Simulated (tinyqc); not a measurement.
What each parameter does: strain-driven crossing of the Gamma and L valleys in a germanium-like crystal alloyed with tin.

Biaxial loads: e0 is the in-plane strain e_par and the normal is free. (001): e_perp = -2 (C12/C11) e_par; exx = eyy = e_par, ezz = e_perp, no shear. (111): e_perp = -(2 C11 + 4 C12 - 4 C44)/(C11 + 2 C12 + 4 C44) e_par; exx = eyy = ezz = (2 e_par + e_perp)/3 and exy = eyz = ezx = (e_perp - e_par)/3. (110): e_perp = -(C11 + 3 C12 - 2 C44)/(C11 + C12 + 2 C44) e_par; exx = eyy = (e_par + e_perp)/2, ezz = e_par, exy = (e_perp - e_par)/2, eyz = ezx = 0. Uniaxial loads: a stress along n, scaled so that n.e.n = e0, with exx = s11 sxx + s12 (syy + szz), exy = s44 sxy/2, s11 = (C11 + C12)/((C11 - C12)(C11 + 2 C12)), s12 = -C12/((C11 - C12)(C11 + 2 C12)), s44 = 1/C44.

Edges from the unstrained valence top: Gamma at Eg + ac tr(e); an L valley with unit axis u at EgL + aL tr(e) + XuL (u.e.u - tr(e)/3), u along [111], [1-1-1], [-11-1], [-1-11]; valence edges are the levels of the 6 x 6 matrix of X, Y, Z times spin with -Dso/3 + l exx + m (eyy + ezz) on the diagonal (cyclic), n exy off it, l = av + 2 b, m = av - b, n = sqrt(3) d. Spin-orbit term (Dso/3) L.sigma on X, Y, Z with (L_k)_ij = -i epsilon_kij: <X+|H|Y+> = -i Dso/3, <X+|H|Z-> = Dso/3, <Y+|H|Z-> = -i Dso/3, <Z+|H|X-> = -Dso/3, <Z+|H|Y-> = i Dso/3, <X-|H|Y-> = i Dso/3, and their conjugates; + and - are the spin along z.

With tin the unstrained gaps become E(y) = (1 - y) E + y EgS - CS y (1 - y); all other values are kept.

Parameters, chosen for this exercise (near those of Ge, gaps at low temperature; shifted at random, so the results belong to these values and not to a real crystal):
```
symbol  value            unit  meaning
Eg      0.882            eV    gap at Gamma to the s-like level
EgL     0.741            eV    gap to L
Dso     0.288            eV    spin-orbit splitting
ac      -8.32            eV    conduction deformation potential
av      1.26             eV    valence hydrostatic potential
b       -2.57            eV    tetragonal shear potential
d       -5.36            eV    trigonal shear potential
aL      -1.47            eV    hydrostatic potential of the L edge, Xd + Xu/3
XuL     15.73            eV    uniaxial potential, L
y       0.114                  tin fraction
EgS     (-0.407, 0.139)  eV    Gamma and L gaps of the tin end
CS      (2.89, 0.89)     eV    bowing of the Gamma and L gaps
C11     128.8            GPa
C12     48               GPa
C44     67.4             GPa
load    biaxial (111)          kind of strain
e0      -0.0127                size of the strain
```

Direct gap, Gamma minus the lowest L edge and the valence splitting.

Results for these values:
```
case  direct gap (eV)  Gamma - L (meV)  valence splitting (meV)
base           0.5886             63.5                     84.8
```

What happens to each result for e0 = -0.01079, all else kept?

Answer: direct gap falls from 0.5886 to 0.5667; Gamma - L falls from 63.5 to 33.0; valence splitting falls from 84.8 to 75.0.

The same for each parameter in turn:
```
case              direct gap (eV)  Gamma - L (meV)  valence splitting (meV)
base                       0.5886             63.5                     84.8
Dso = 0.3312 eV            0.5886             63.5                     87.9
C44 = 57.29 GPa            0.5690             58.4                     90.2
d = -6.164 eV              0.5805             63.5                     93.6
e0 = -0.01079              0.5667             33.0                     75.0
b = -2.9555 eV             0.5886             63.5                     84.8
av = 1.449 eV              0.5925             63.5                     84.8
XuL = 13.3705 eV           0.5886             54.5                     84.8
```

Program tinyqc; command `OMP_NUM_THREADS=1 python tinyqc.py 1051436 1051437 out.jsonl`; about 0.01 s on one thread of a shared Intel(R) Xeon(R) Processor @ 2.30GHz.
